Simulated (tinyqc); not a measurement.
Through the transition: BHZ model on a square lattice (one spin block).

h(k) = e0 + d.s with s the Pauli matrices in the basis (E, H), k in units of 1/a: dx = (A/a) sin kx, dy = (A/a) sin ky, dz = M - (2B/a^2)(2 - cos kx - cos ky), e0 = -(2D/a^2)(2 - cos kx - cos ky). The other spin block is h*(-k). For small k this is the continuum model with dz = M - B k^2.

Values chosen for the exercise (of the size used for thin Bi2Se3 films; shifted at random, so the results belong to these values and not to a real crystal):
- A = 2.75 eV angstrom
- B = -17.5 eV angstrom^2
- D = -4.6 eV angstrom^2
- a = 15 angstrom (grid spacing)

M is varied. Direct gap at Gamma 2|M|; smallest direct gap on kx = 0 to 1 in steps of 0.01; nu = 1 for M/B > 0, else 0; middle gap of a ribbon of 40 rows at kx = 0 (block (A/a) sy/(2i) + (B/a^2) sz + D/a^2 between rows, hard walls).

Against M (meV):
```
M,2|M|,smallest direct gap,nu,ribbon gap
-40,80.0,80.00,1,0.012
-25,50.0,50.00,1,0.320
-15,30.0,30.00,1,2.024
-8,16.0,16.00,1,5.787
-3,6.0,6.00,1,10.509
3,6.0,6.00,0,18.259
8,16.0,16.00,0,25.951
15,30.0,30.00,0,37.843
30,60.0,60.00,0,65.453
```

How do the results move, and what explains it?

With B < 0, negative M is inverted. There edge states cross the bulk gap: the ribbon gap is 0.320 against 50.0 meV at M = -25 meV, and 10.509 against 6.0 at -3 meV, where the edge states overlap across the whole ribbon and confinement rules, while for positive M confinement raises it above 2|M| (37.84 against 30 meV at M = 15 meV). The smallest direct gap stays at Gamma on all rows.

Program tinyqc; command `OMP_NUM_THREADS=1 python tinyqc.py 1480863 1480864 out.jsonl`; about 0.1 s on one thread of a shared Intel(R) Xeon(R) Processor @ 2.30GHz.
